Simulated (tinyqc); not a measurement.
# Ellipsometry and reflectance of a transparent film on an absorbing substrate: psi and Delta against the film thickness

Air (index 1), film, substrate with N2 = n2 - i k2; time factor exp(+i w t). q_j = sqrt(N_j^2 - sin^2 th), root with positive real part. Fresnel coefficients r_s = (q_a - q_b)/(q_a + q_b), r_p = (N_b^2 q_a - N_a^2 q_b)/(N_b^2 q_a + N_a^2 q_b). tan(Psi) exp(i Delta) = R_p/R_s, Delta taken from 0 to 360 degrees.

beta = 2 pi d q1/lam, X = exp(-2 i beta), R = (r01 + r12 X)/(1 + r01 r12 X) for p and s. The last column is the derivative of Delta.

Values chosen for this exercise; indices close to those of aluminium oxide on silicon: wavelength lam = 405 nm; angle of incidence th = 75 degrees; index of the transparent film n1 = 1.652; index of the substrate n2 = 5.42; extinction coefficient of the substrate k2 = 0.329.

Results:

| d (nm) | Psi (degrees) | Delta (degrees) | \|R_p\|^2 | \|R_s\|^2 | dDelta/dd (degrees/nm) |
|---|---|---|---|---|---|
| 0 | 11.136 | 171.20 | 0.031931 | 0.82407 | -7.1092 |
| 17 | 21.497 | 96.405 | 0.12455 | 0.80293 | -2.3341 |
| 33 | 31.397 | 70.717 | 0.27276 | 0.73225 | -1.0721 |
| 50 | 40.619 | 59.548 | 0.39304 | 0.53431 | -0.25691 |
| 67 | 62.649 | 57.036 | 0.44994 | 0.12039 | -1.0698 |
| 83 | 61.432 | 301.56 | 0.44777 | 0.13275 | -0.85188 |
| 117 | 30.788 | 287.33 | 0.26118 | 0.73570 | -1.1307 |
| 133 | 20.568 | 260.04 | 0.11323 | 0.80421 | -2.5133 |
| 150 | 11.056 | 179.07 | 0.031463 | 0.82411 | -7.2016 |

Estimate the missing row, d = 100 nm.

Computed row:

| d (nm) | Psi (degrees) | Delta (degrees) | \|R_p\|^2 | \|R_s\|^2 | dDelta/dd (degrees/nm) |
|---|---|---|---|---|---|
| 100 | 40.125 | 299.27 | 0.38602 | 0.54341 | -0.29310 |

With this row back in the table: Psi goes from 11.1 through a maximum of 62.6 (at d = 67 nm among the rows listed) to 11.1 degrees. The period is 151.1 nm, after which Psi and Delta return to the values of the bare substrate, so one angle and wavelength fix d only up to a multiple of it. The size of the slope of Delta runs from 0.257 to 7.20 degrees/nm among the rows; Delta is counted modulo 360 degrees, and sharper features can lie between the rows.

Numbers from tinyqc (`OMP_NUM_THREADS=1 python tinyqc.py 2870127 2870128 out.jsonl`; about 0.01 s on one thread of a shared Intel Xeon 2.30GHz).
